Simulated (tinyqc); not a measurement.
# Capacitance measurement on a leaky thin oxide: effects of series resistance and leakage, step by step

Program tinyqc, `OMP_NUM_THREADS=1 python tinyqc.py 2022092 2022093 out.jsonl`; Intel Xeon 2.30GHz, shared host, one thread, about 0.01 s. Printed values are rounded.

The device is a capacitance C in parallel with a leakage conductance G, in series with Rs and Ls. An impedance meter reports either a parallel pair (Cp, Gp) from Y = 1/Z = Gp + i w Cp or a series pair (Cs, Rm) from Z = Rm + 1/(i w Cs); w = 2 pi f, dissipation D = Gp/(w |Cp|).

Parameters, values chosen for the exercise; values of the order met in thin-oxide MOS capacitors: relative permittivity of the gate insulator (close to silicon dioxide) eox = 3.9; insulator thickness tox = 1.3 nm; gate area A = 400 um^2; oxide-equivalent thickness added by the accumulation layer zc = 0.45 nm; oxide-equivalent thickness added by gate depletion zp = 0 nm; gate leakage current density, not matched to the thickness Jg = 0.0004 A/cm^2; voltage for an e-fold rise of the leakage Vs = 0.2 V; series resistance Rs = 100 ohm; series inductance Ls = 0 nH; measuring frequency f = 1e6 Hz.

Constants: eps0 = 8.8541878128e-14 F/cm where lengths are in cm. Results are converted to the units shown.

## True capacitance and conductance

EOT = 3.9 tox/eox; CET = EOT + zc + zp; C = 3.9 eps0 A/CET; G = Jg A/Vs.

EOT = 1.3 nm
CET = 1.75 nm
C = 7.89288 pF
G = 0.008 uS

## What the meter reports

Z = Rs + i w Ls + 1/(G + i w C).

Z = (0.01033-2.01644i) x 1e4 ohm
Cp = 7.89267 pF
Gp = 0.253934 uS
Cs = 7.89288 pF
D = 0.00512056

Cp is within 0.01 % of C and Cs is within 0.01 % of it; G Rs = 8.00e-7, w C Rs = 0.00496 and G/(w C) = 1.61e-4.
